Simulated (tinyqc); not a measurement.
States in the gap of a film: thin (001) film in sp3s* tight binding with raised dangling bonds.

Planes alternate anion (a), cation (c) along [001], a/4 apart, starting with an anion; zero in-plane momentum; levels counted from the bulk Ev, the lower root of [[Epa, Vxx], [Vxx, Epc]]; no spin-orbit coupling. Block of s, pz, s*: from an anion to the cation above, Vss/2 (s,s), Vsapc/2 (s,z), -Vscpa/2 (z,s), Vxx/2 (z,z), Vxapc/2 (s*,z), -Vpaxc/2 (z,s*); to the cation below the same with the s-z and s*-z signs reversed. Block of u = (px + py)/sqrt2 and v = (px - py)/sqrt2: to the cation above (Vxx + Vxy)/2 for u and (Vxx - Vxy)/2 for v, to the cation below the reverse. Each surface atom has two dangling sp3 hybrids; raising both by dl adds (dl/2) [[1, t], [t, 1]] to its s, pz levels (t = -1 at the bottom face, +1 at the top) and dl to the one of u, v in whose plane the missing bonds lie (v for a bottom anion or a top cation, u for a top anion).

Values chosen for the exercise (out of a larger set: near a published set for Si, fitted to gaps, whose masses and valley positions are rough; not measured data): p = (-4.22, 1.734, -4.22, 1.734, 6.663, 6.663, -8.209, 1.721, 4.584, 5.715, 5.715, 5.384, 5.384) eV (order Esa, Epa, Esc, Epc, Exa, Exc, Vss, Vxx, Vxy, Vsapc, Vscpa, Vxapc, Vpaxc); Nw = 25 (planes in the thicker film).

edges (eV): Gamma 3.44200, Delta 1.14892

Levels between 0 and the lower bulk edge, the largest weight on the two outer planes of both faces among them, and the nearest levels outside, for several shifts dl.

Film of Nw planes:
```
dl (eV)  levels in the gap       at (eV)  surface weight  next above (eV)  next below (eV)
0                        2  0.258, 0.291            0.71           1.1898          -0.0746
1                        2  0.726, 0.734            0.81           1.1919          -0.0725
2                        0             -               -           1.1515          -0.0712
3                        0             -               -           1.1836          -0.0704
5                        0             -               -           1.1863          -0.0694
10                       0             -               -           1.1872          -0.0682
30                       0             -               -           1.1876          -0.0671
100                      0             -               -           1.1877          -0.0666
```

Can the levels of the bare film be read as confined subbands?

No: with bare surfaces (dl = 0) 2 levels lie in the bulk gap, with up to 71 % of the weight on the four outer planes, two a face, where an even spread gives 16 %; these are dangling-bond states, not subbands. The reruns show the bulk gap clear from dl = 2 eV on, and at dl = 30 eV the next level above lies -0.1 meV from its value at 100 eV. At dl = 2 eV the next level above is more than 20 meV from its value at 100 eV, so the surface still acts on it.

Run: tinyqc, `OMP_NUM_THREADS=1 python tinyqc.py 1450115 1450116 out.jsonl`; Intel(R) Xeon(R) Processor @ 2.30GHz, one thread, shared host; about 0.4 s of CPU time with all checks.
